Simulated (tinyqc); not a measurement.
# Worked calculation: single-photon avalanche diode, trigger probability and counting

Numbers from tinyqc (`OMP_NUM_THREADS=1 python tinyqc.py 2630115 2630116 out.jsonl`; about 0.01 s on one thread of a shared Intel Xeon 2.30GHz). Printed values are rounded.

A multiplication layer of width W with the uniform field V/W; alpha = an exp(-bn/E) for electrons, beta = ap exp(-bp/E) for holes (local model, no dead space). a = alpha W, b = beta W. Electrons enter at x = 0, holes at x = W. P0 is the probability that an electron entering at 0 starts a lasting avalanche, PW the same for a hole entering at W.

Inputs (values chosen for the exercise); ionisation coefficients close to those of silicon:

| symbol | value | unit | meaning |
|---|---|---|---|
| an | 6.95e5 | 1/cm | electron prefactor |
| bn | 1.2 | MV/cm | electron field |
| ap | 1.61e6 | 1/cm | hole prefactor |
| bp | 2.01 | MV/cm | hole field |
| W | 2 | um | width of the multiplication layer |
| Vx | 8.4 | V | excess bias |
| eta | 0.26 |  | probability that a photon makes a pair that enters the layer |
| Gd | 2100 | 1/s | thermal generation rate in the layer |
| td | 5 | ns | dead time |
| Cd | 14 | fF | diode capacitance |
| Rq | 200 | kohm | quench resistance |
| pa | 3e-8 |  | trapping probability per avalanche carrier |
| tt | 25 | ns | trap release time |
| nph | 6.9e6 | 1/s | photon rate |

Constants: q = 1.602176634e-19 C. Results are converted to the units shown.

## Ionisation integrals at and above breakdown

breakdown voltage VB = 58.29453 V

Breakdown: ln(a/b) = a - b with a not equal to b. VB is given; V = VB + Vx.

E at VB = 0.2914726 MV/cm
a at VB = 2.264716
b at VB = 0.3258023
E at V = 0.3334726 MV/cm
a = 3.803714
b = 0.7765227

At VB, ln(a/b) = 1.939 equals a - b.

## Iteration 1: trigger probability by substitution

P0 at the start = 0.5

PW = 1 - (1 - P0)^(b/a); P0(new) = PW/(PW + (1 - PW) exp(b - a)).

PW = 0.1319492
P0 after iteration 1 = 0.7582955

## Iteration 2: trigger probability by substitution

As before.

PW = 0.2516609
P0 after iteration 2 = 0.8740681

## Course of the iteration: trigger probability by substitution

Stop when P0 changes by less than 1e-9, or after 400 iterations. The rule counts as met only at a root strictly between 0 and 1.

Course of the iteration:
```
iteration         P0  |change|
1          0.7582955     0.258
2          0.8740681     0.116
3          0.9157341    0.0417
4          0.9313199    0.0156
5          0.9375717   6.25e-3
6          0.9401912   2.62e-3
7          0.9413129   1.12e-3
8          0.9417981   4.85e-4
9          0.9420089   2.11e-4
...              ...       ...
16         0.9421711   6.30e-7
17         0.9421714   2.75e-7
18         0.9421715   1.20e-7
19         0.9421715   5.22e-8
20         0.9421715   2.28e-8
21         0.9421716   9.92e-9
22         0.9421716   4.33e-9
23         0.9421716   1.89e-9
24         0.9421716  8.22e-10
```

Converged in 24 iterations. At the end each change is about 0.44 times the one before: linear convergence.

## Detection, dark counts, afterpulses and dead-time loss

P0 = 0.9421716
Pm = 0.7493400

Pm is the mean trigger probability of pairs made evenly in the layer. PDP = eta P0; dark counts Gd Pm; avalanche charge Cd Vx/q; afterpulse probability pa (Cd Vx/q) exp(-td/tt) Pm; true rate n = nph PDP + dark counts; measured n/(1 + n td) (non-paralysable) or n exp(-n td) (paralysable); recharge time Rq Cd.

PDP = 0.2449646
dark counts = 1573.614 1/s
avalanche charge = 7.340015e5 electrons
afterpulse probability = 1.350947 %
true rate = 1.691829e6 1/s
measured, non-paralysable = 1.677638e6 1/s
measured, paralysable = 1.677578e6 1/s
recharge time = 2.8 ns

Dead time hides 0.84 % of the events in the first model and 0.84 % in the second.
